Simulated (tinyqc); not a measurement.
# Exponent and activation energy from three stresses

Question. Oxide breakdown follows t63 = a V^(-n) exp(Ea q/(kB T)). Find n, Ea and the E-model slope gamma = n/E (cm/MV) at the higher voltage, E = V/tox.

Values chosen for this exercise:
```
symbol,value,unit,meaning
tox,5.2,nm,oxide thickness
```

Constants: q = 1.602176634e-19 C, kB = 1.380649e-23 J/K. Results are converted to the units shown.

t63 at (3.82 V, 373 K), (5.14 V, 373 K) and (5.14 V, 398 K) (s): 2.2632770e6  5.2700941  0.85608659

Solution. The two voltages give n and the two temperatures Ea.

n = 43.7
Ea = 0.930 eV
gamma = 4.42 cm/MV

tinyqc, about 0.01 s, one thread, Intel Xeon 2.30GHz (shared host): `OMP_NUM_THREADS=1 python tinyqc.py 2070049 2070050 out.jsonl`
